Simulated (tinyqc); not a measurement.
Filling against narrowing: heavy doping: band filling, gap narrowing, band tails and the effective intrinsic density. Computed by tinyqc, a small Python program. Command: `OMP_NUM_THREADS=1 python tinyqc.py 3027804 3027805 out.jsonl gapnarrow walk`. One thread of a shared host (Intel(R) Xeon(R) Processor @ 2.30GHz), about 0.02 s of CPU time with the checks.

An n-type crystal above its Mott density, with all dopants ionised: n = N_D - N_A, ionised centres N_I = N_D + N_A. Valleys are taken as spherical with mass m_e.

Inputs (values chosen for the exercise, for a model semiconductor): gap E_g = 2.94 eV; electron mass m_e = 0.184 m_0; valleys M_c = 1; hole mass m_h = 0.811 m_0; dielectric constant eps = 7.63; donor density N_D = 6.9e+19 cm^-3; compensation ratio N_A/N_D = 0.1; temperature T = 300 K.

Conduction band: non-parabolic (Kane).

Constants: a_0 = 0.529177210903 angstrom; Ry = 13.605693123 eV; hbar^2/(2 m_0) = 3.80998212 eV angstrom^2; k_B = 8.617333262e-05 eV/K; e = 1.602176634e-19 C; eps_0 = 8.8541878128e-12 F/m; e^2/(4 pi eps_0) = 14.39964548 eV angstrom.

Method:
- n = N_D (1 - ratio); Ry* = Ry m_e/eps^2, a* = a_0 eps/m_e; r_s = (3/(4 pi n))^(1/3)/a*; k_F = (3 pi^2 n/M_c)^(1/3); Mott density (0.26/a*)^3.
- n = M_c (1/(2 pi^2)) (m_e/(hbar^2/2m_0))^(3/2) int sqrt(E (1 + aE)) (1 + 2 aE) f dE with a = (1 - m_e)^2/E_g, f = 1/(1 + exp((E - E_F)/k_B T)); trapezoid rule in t = sqrt(E/k_B T), step 0.02 up to 12; E_F by bisection from the band edge.
- Screening: q^2 = (e/(eps eps_0)) dn/dE_F. Exchange lowers the conduction band by (1/pi) k_F e^2/(4 pi eps_0 eps) (T = 0 Hartree-Fock at k_F, taken as a rigid shift). Screening raises the valence band by (q/2) e^2/(4 pi eps_0 eps) (static Coulomb hole). The narrowing is the sum; electron correlation and carrier-ion shifts are left out. Root-mean-square potential of randomly placed ions: V_rms = (e^2/(4 pi eps_0 eps)) sqrt(2 pi N_I/q).
- Absorption edge of a direct gap, from the valence band at k_F (T = 0 value) to the Fermi level: E_g - narrowing + E_F + (hbar^2/2m_0) k_F^2/m_h, k_F = (3 pi^2 n)^(1/3); the shift is the edge less E_g. n p/n_i^2 = exp(narrowing/k_B T) x (n/N) exp(-E_F/k_B T), N being the limit of n exp(-E_F/k_B T) far below the edge (taken at E_F = -12 k_B T); apparent narrowing = k_B T ln(n p/n_i^2).
- The compensation ratio is held; the absorption edge is given only for E_F above 2 k_B T.

n = 6.21e+19 cm^-3

Mott density = 1.66340e+18 cm^-3

Against carrier density (energies in meV):
```
n (cm^-3)     E_F  narrowing  apparent narrowing   V_rms  shift of the absorption edge
6.20e+18    55.27      84.83               58.51   56.18                        -14.39
1.20e+19    94.91     102.36               53.45   71.96                         16.12
2.50e+19   159.30     124.36               30.05   95.99                         73.38
4.30e+19   228.15     143.32               -5.82  119.12                        140.01
6.20e+19   288.77     157.88              -42.42  137.75                        201.32
9.90e+19   387.75     179.06             -108.13  165.68                        304.91
1.60e+20   520.72     204.36             -203.38  199.77                        448.87
2.50e+20   680.03     231.79             -323.74  237.17                        626.68
```

What follows from these numbers?

Narrowing grows with exponent 0.28 between the last rows (exchange goes as n^(1/3), the Coulomb hole as n^(1/6) in a degenerate parabolic band) and E_F with 0.60 (2/3 for a parabolic band at T = 0, towards 1/3 in a Kane band). The apparent narrowing falls over all rows, since E_F grows faster than the narrowing. Where V_rms is above half of E_F, band tails blur the edge by more than small net shifts. The absorption edge turns from a red to a blue shift between 6.2e18 and 1.2e19 cm^-3.

Extremes, crossings and ranges named in words are read from the listed rows.
